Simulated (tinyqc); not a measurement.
# Worked calculation: current crowding under a contact, resistor ladder against the transmission-line model

Numbers from tinyqc (`OMP_NUM_THREADS=1 python tinyqc.py 2760022 2760023 out.jsonl`; about 0.01 s on one thread of a shared Intel Xeon 2.30GHz). Printed values are rounded.

A metal contact of length d and width W on a thin layer of the same width. The metal has no resistance, the sheet resistance under it equals Rsh, and current enters the layer at the front edge x = 0.

Inputs (values chosen for the exercise):
- Rsh = 710 ohm/sq (sheet resistance of the semiconductor layer)
- rc = 1.1e-7 ohm cm^2 (specific contact resistivity)
- d = 0.12 um (contact length)
- W = 1.1 um (contact width)
- n = 9 (cells)
- I = 2 mA (current)

## Conductances of the ladder

Cut the contact into n cells of length hc = d/n. Neighbouring cell centres are joined by a = W/(Rsh hc), each centre joins the metal (0 V) by g = W hc/rc, and I enters cell 1 through half a cell: -a v_(i-1) + b_i v_i - a v_(i+1) = I for i = 1 and 0 otherwise, b_i = g + 2 a (g + a at both ends). Rc = v_1/I + 1/(2 a).

a = 0.116197 S
g = 0.00133333 S

```
cell,b_i (S)
1,0.117531
2,0.233728
3,0.233728
4,0.233728
5,0.233728
6,0.233728
7,0.233728
8,0.233728
9,0.117531
```

## Voltages and the share of the current

Cut the contact into n cells of length hc = d/n. Neighbouring cell centres are joined by a = W/(Rsh hc), each centre joins the metal (0 V) by g = W hc/rc, and I enters cell 1 through half a cell: -a v_(i-1) + b_i v_i - a v_(i+1) = I for i = 1 and 0 otherwise, b_i = g + 2 a (g + a at both ends). Rc = v_1/I + 1/(2 a). Cell i passes g v_i to the metal.

```
cell,v_i (mV),share of the current (%)
1,207.124,13.8083
2,192.289,12.8193
3,179.660,11.9773
4,169.092,11.2728
5,160.465,10.6977
6,153.680,10.2453
7,148.657,9.9105
8,145.341,9.6894
9,143.692,9.5795
```

Rc of the ladder = 107.865 ohm

The first cell passes 13.8 % of the current and the last 9.58 %; an even spread would give 11.1 % each.

## The transmission-line result

Transfer length Lt = sqrt(rc/Rsh); front resistance Rc = (Rsh Lt/W) coth(d/Lt); end resistance Re = (Rsh Lt/W)/sinh(d/Lt). v(x) = I (Rsh Lt/W) cosh((d - x)/Lt)/sinh(d/Lt) at the cell centres x = (i - 1/2) d/n.

Lt = 0.124471 um
Rc = 107.681 ohm
Re = 71.6988 ohm

```
cell,v(x) (mV)
1,207.061
2,192.219
3,179.585
4,169.013
5,160.383
6,153.595
7,148.570
8,145.253
9,143.603
```

The ladder's Rc is 0.17 % above this value, with cells 0.11 Lt long.
